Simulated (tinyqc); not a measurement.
Tersoff bond-order potential: one step, computed by the program tinyqc.

E = (1/2) sum_(i, j != i) [A exp(-lambda r_ij) - b_ij B exp(-mu r_ij)], b_ij = (1 + (beta zeta_ij)^n)^(-1/(2n)), zeta_ij = sum_(k != i, j) g(theta_ijk), g = 1 + c^2/d^2 - c^2/(d^2 + (h - cos theta)^2), with theta at atom i. Only nearest neighbours count (cut-off function 1 for them, 0 beyond).

Question. Unrelaxed vacancy. Each of the four neighbours loses one bond; its three other bonds now have zeta = 2 g, for the direction that starts at it. E_v = -E + 12 x (1/2)(b(3g) - b(2g)) B exp(-mu r), where -E is the pair-like cost.

Inputs (values chosen for the exercise, modelled on silicon):
```
quantity     value        unit
B           469.67          eV
mu          1.7322  1/angstrom
beta      1.09e-06           -
n           0.7888           -
```

zeta = 36027.31

energy per atom of the diamond lattice = -4.335850 eV

bond order b = 0.9536176

bond length = 2.385288 angstrom

Give: b(2g); unrelaxed vacancy energy E_v.

Answer.

b(2g) = 0.96576

unrelaxed vacancy energy E_v = 3.7866 eV

Stronger back bonds return 0.549 eV, so E_v is 87 % of the cohesive energy.
